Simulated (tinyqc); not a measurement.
Worked calculation: RHF in the sto-3g basis, for H4, spin multiplicity 1. One step of it, computed by the program tinyqc.

Task: Iteration 2: diagonalisation and new density. Diagonalise F' = X^T F X, C = X C', fill 2 alpha and 2 beta electrons from the bottom; D = 2 C_occ C_occ^T. Each column has its largest component positive (the first on a tie).

extrapolated F (hartree):
```
,1H 1s,2H 1s,3H 1s,4H 1s
1H 1s,-0.335784,-0.535284,-0.355909,-0.316925
2H 1s,-0.535284,-0.335784,-0.316925,-0.355909
3H 1s,-0.355909,-0.316925,-0.335784,-0.535284
4H 1s,-0.316925,-0.355909,-0.535284,-0.335784
```

X:
```
,1,2,3,4
1H 1s,0.896255,0.690672,0.501727,0.339300
2H 1s,-0.896255,-0.690672,0.501727,0.339300
3H 1s,-0.896255,0.690672,-0.501727,0.339300
4H 1s,0.896255,-0.690672,-0.501727,0.339300
```

Give: F' = X^T F X; orbital energies; coefficients C; D after iteration 2.

Result:

F' = X^T F X (hartree):
```
,1,2,3,4
1,0.7663,0.0000,0.0000,0.0000
2,0.0000,0.3063,0.0000,0.0000
3,0.0000,0.0000,-0.1996,0.0000
4,0.0000,0.0000,0.0000,-0.7110
```

orbital energies (hartree): MO1 -0.7110, MO2 -0.1996, MO3 0.3063, MO4 0.7663

coefficients C:
```
,MO1,MO2,MO3,MO4
1H 1s,0.3393,0.5017,0.6907,0.8963
2H 1s,0.3393,0.5017,-0.6907,-0.8963
3H 1s,0.3393,-0.5017,0.6907,-0.8963
4H 1s,0.3393,-0.5017,-0.6907,0.8963
```

D after iteration 2:
```
,1H 1s,2H 1s,3H 1s,4H 1s
1H 1s,0.7337,0.7337,-0.2732,-0.2732
2H 1s,0.7337,0.7337,-0.2732,-0.2732
3H 1s,-0.2732,-0.2732,0.7337,0.7337
4H 1s,-0.2732,-0.2732,0.7337,0.7337
```
